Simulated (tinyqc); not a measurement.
Collinear exchange A + BC -> AB + C on a London-Eyring-Polanyi-Sato surface: saddle, string of images and rate: one step, computed by the program tinyqc.

x = r(AB), y = r(BC), r(AC) = x + y. V is counted from separated atoms, the barrier from A + BC, that is V + D(BC).

Problem. One point of the surface. For each pair, with u = exp(-beta (r - r0)): Q = D [(3 + S) u^2 - (2 + 6 S) u]/(4 (1 + S)), J = D [(1 + 3 S) u^2 - (6 + 2 S) u]/(4 (1 + S)); V = Q1 + Q2 + Q3 - sqrt(((J1 - J2)^2 + (J2 - J3)^2 + (J3 - J1)^2)/2). Take x = r0(AB) + 0.3 and y = r0(BC) + 0.1 angstrom.

Inputs (values chosen for the exercise, bond data loosely for abstraction of hydrogen from a Si-H bond by a hydrogen atom; the barrier is not fitted): D(AB) = 4.71 eV; r0(AB) = 0.742 angstrom; beta(AB) = 1.94 1/angstrom; D(BC) = 3.94 eV; r0(BC) = 1.48 angstrom; beta(BC) = 1.52 1/angstrom; D(AC) = 4.06 eV; r0(AC) = 1.48 angstrom; beta(AC) = 1.52 1/angstrom; Sato parameter S = 0.19.

Give: the table «Pair terms» with the columns u, Q (eV), J (eV), for pair = AB, BC, AC; V.

Solution.

Pair terms:
```
pair       u   Q (eV)  J (eV)
AB    0.5588  -0.7506  -3.043
BC    0.8590  -0.2843  -3.577
AC    0.1763  -0.3875  -0.918
```

V = -3.859 eV
